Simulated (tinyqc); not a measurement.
Hopping conduction between localised states: one step, computed by the program tinyqc. Command: `OMP_NUM_THREADS=1 python tinyqc.py 3006494 3006495 out.jsonl hop walk`. One thread of a shared host (Intel(R) Xeon(R) Processor @ 2.30GHz), about 0.01 s of CPU time with the checks.

Energies are counted from the Fermi level. A small network shows the mechanism; the laws of an infinite system follow.

Task: Kirchhoff solution. Site 1 is held at potential 1 and site 7 at 0; Kirchhoff's law sum_j G_ij (u_i - u_j) = 0 fixes the others; G = sum_j G_1j (1 - u_j). G_ij = G_0 exp(-s_ij).

Inputs (values chosen for the exercise, for a model impurity band): conductance scale G_0 = 1 microsiemens; temperature T = 14 K.

Dimension: 3D.

s_ij:
```
          1         2         3         4         5         6         7
1   0.00000  10.34853   6.70501  12.33461  20.79965  19.80607  17.60095
2  10.34853   0.00000  10.43822  12.91771  23.92364  18.65104  20.79286
3   6.70501  10.43822   0.00000   6.74239  15.19943  14.05481  11.91974
4  12.33461  12.91771   6.74239   0.00000  14.92238  11.12140  11.53278
5  20.79965  23.92364  15.19943  14.92238   0.00000  19.24698  16.71684
6  19.80607  18.65104  14.05481  11.12140  19.24698   0.00000   7.88933
7  17.60095  20.79286  11.91974  11.53278  16.71684   7.88933   0.00000
```

Give: potentials; conductance G; -ln(G/G_0).

Result:

potentials: 1.0000  0.9871  0.9758  0.9565  0.8759  0.0383  0.0000

conductance G = 3.0281e-05 microsiemens

-ln(G/G_0) = 10.405
